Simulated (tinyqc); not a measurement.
Inside a calculation. Model: undoped gate-all-around wire MOSFET, analytic charge model.

Computed by the program tinyqc: `OMP_NUM_THREADS=1 python tinyqc.py 2460052 2460053 out.jsonl`, one thread of a shared Intel Xeon 2.30GHz, about 0.02 s for the whole run. Printed values are rounded.

An undoped round wire of radius R under an insulator shell and a surrounding gate; long channel, electrons only, n = ni exp((psi - V)/Vt) with V the quasi-Fermi potential (0 at the source, Vd at the drain), constant mobility, no quantisation. The radial Poisson equation gives n(r) = n(0)/(1 - (1 - b) r^2/R^2)^2 with b = Q0/(Q + Q0). Q is the electron charge per area of the wire surface.

Values chosen for this exercise; material values close to those of silicon:
```
symbol    value        unit                                             meaning
T           273           K                                         temperature
Eg         1.11          eV                                            band gap
eps_r      11.5                      relative permittivity of the semiconductor
Nc      2.41e19       cm^-3              conduction-band density of states at T
Nv      2.32e19       cm^-3                 valence-band density of states at T
eox        3.93                     relative permittivity of the gate insulator
tox         1.1          nm                                 insulator thickness
R            15          nm                                         wire radius
dphi       0.05           V  gate work function less that of the intrinsic body
mu          350  cm^2/(V s)                                    channel mobility
L           0.5          um                                         gate length
Vg         0.59           V                                        gate voltage
Vd         0.05           V                                       drain voltage
```

Constants: q = 1.602176634e-19 C, kB = 1.380649e-23 J/K, Vt = kB T/q, eps0 = 8.8541878128e-14 F/cm where lengths are in cm. Results are converted to the units shown.

## Constants of the wire

ni = sqrt(Nc Nv) exp(-Eg/(2 Vt)), Eg in volts; Cox = eps0 eox/(R ln(1 + tox/R)); Q0 = 4 eps0 eps_r Vt/R; V0 = dphi + Vt ln[8 eps0 eps_r Vt/(q ni R^2)].

ni = 1.342918e9 cm^-3
Cox = 3.277982 uF/cm^2
Q0 = 63.87793 nC/cm^2
V0 = 0.5157200 V

## Iteration 1: charge at the source by Newton steps in y = ln(Q/Q0)

y at the start = 1

With V = 0 and Q = Q0 exp(y): f = Q/Cox + Vt y + Vt ln(1 + Q/Q0) - (Vg - V0); df/dy = Q/Cox + Vt (1 + Q/(Q + Q0)); y(new) = y - f/(df/dy).

Q = 173.6382 nC/cm^2
f = 0.03311131 V
df/dy = 0.09369478 V
y after iteration 1 = 0.6466045

## Iteration 2: charge at the source by Newton steps in y = ln(Q/Q0)

As before.

Q = 121.9460 nC/cm^2
f = 0.003254091 V
df/dy = 0.07616525 V
y after iteration 2 = 0.6038804

## Course of the iteration: charge at the source by Newton steps in y = ln(Q/Q0)

Stop when y changes by less than 1e-11, or after 60 iterations.

Course of the iteration:
```
iteration          y  |change|
1          0.6466045     0.353
2          0.6038804    0.0427
3          0.6033650   5.15e-4
4          0.6033649   7.33e-8
5          0.6033649   < 1e-13
```

Converged in 5 iterations. At the end the number of correct digits about doubles with each step.

## Drain current and line charge

Qs = 116.7855 nC/cm^2
Qd = 51.21794 nC/cm^2

Q solves Vg - V0 - V = Q/Cox + Vt ln(Q/Q0) + Vt ln(1 + Q/Q0). I = mu (2 pi R/L)[2 Vt (Qs - Qd) + (Qs^2 - Qd^2)/(2 Cox) + Vt Q0 ln((Qd + Q0)/(Qs + Q0))], with Qs at V = 0 and Qd at V = Vd. Electrons per length at the source: 2 pi R Qs/q; surface over centre density: (1 + Qs/Q0)^2.

first term = 0.2035278 uA
second term = 0.1108510 uA
third term = -0.04469996 uA
I = 0.2696788 uA
electrons per length = 0.6869888 1/nm
surface over centre density = 7.999057

The square-law term makes up 41.1 % of the current.
